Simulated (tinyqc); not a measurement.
Tunnelling through a two-layer gate stack, WKB transmission and Tsu-Esaki current: effect of the barrier height.

Electrons leave the emitter at x = 0. Energies E (motion across the layers) are in eV from the emitter Fermi level; the collector Fermi level lies at -V and offers states at every E. No charge in the dielectric and no image force: F1 = V/(t1 + t2 eps1/eps2), F2 = F1 eps1/eps2; U = phi1 - F1 x in layer 1 and phi2 - F1 t1 - F2 (x - t1) in layer 2. With C = hbar^2/(2 m0), kappa = sqrt(m (U - E)/C) where U > E and 0 elsewhere; T(E) = exp(-S), S = 2 times the integral of kappa over x.

Each layer adds (2/F) sqrt(m/C) [G(u at its left edge) - G(u at its right edge)] to S, with u = U - E (0 where negative) and G(u) = (2/3) u^1.5. J = J0 times the integral of T(E) N(E) dE, N = ln[(1 + exp(-E/Vt))/(1 + exp((-E - V)/Vt))], J0 = q^2 me m0 kB T/(2 pi^2 hbar^3) (times 1e-4 for A/cm^2 per eV), from E = -Ef to far above the barrier (T = 1 there), by quadrature converged to the digits shown.

Values chosen for this exercise; layer 1 close to aluminium oxide, layer 2 close to zirconium oxide: temperature T = 77 K; Fermi energy of the emitter above its band bottom Ef = 0.24 eV; emitter mass in the supply function me = 1 m0; tunnelling mass of layer 1 m1 = 0.42 m0; thickness of layer 1 t1 = 1.2 nm; relative permittivity of layer 1 eps1 = 8.74; barrier of layer 2 at zero bias phi2 = 1.46 eV; tunnelling mass of layer 2 m2 = 0.26 m0; thickness of layer 2 t2 = 2.9 nm; relative permittivity of layer 2 eps2 = 25.8; voltage across the dielectric V = 1.6 V.

Constants: q = 1.602176634e-19 C, kB = 1.380649e-23 J/K, hbar = 1.054571817e-34 J s, m0 = 9.1093837015e-31 kg, Vt = kB T/q, hbar^2/(2 m0) = 0.0380998212 eV nm^2. Results are converted to the units shown.

Effect of the barrier height:

| phi1 (eV) | S at E = 0 | T(E = 0) | J (A/cm^2) | mean E of the current (eV) |
|---|---|---|---|---|
| 1.3 | 13.50 | 1.366e-6 | 50.38 | -0.08505 |
| 1.56 | 14.58 | 4.673e-7 | 18.08 | -0.08670 |
| 1.81 | 15.48 | 1.883e-7 | 7.520 | -0.08783 |
| 2.07 | 16.34 | 8.001e-8 | 3.275 | -0.08871 |
| 2.33 | 17.13 | 3.640e-8 | 1.519 | -0.08942 |
| 2.59 | 17.86 | 1.748e-8 | 0.7412 | -0.08999 |
| 2.84 | 18.53 | 8.999e-9 | 0.3866 | -0.09046 |
| 3.1 | 19.18 | 4.679e-9 | 0.2033 | -0.09087 |

What does the table show?

J falls from 50.4 to 0.203 A/cm^2, on average 1.33 decades for each eV, while S rises from 13.5 to 19.2.

Computed by the program tinyqc: `OMP_NUM_THREADS=1 python tinyqc.py 2540053 2540054 out.jsonl`, one thread of a shared Intel Xeon 2.30GHz, about 0.03 s for the whole run.
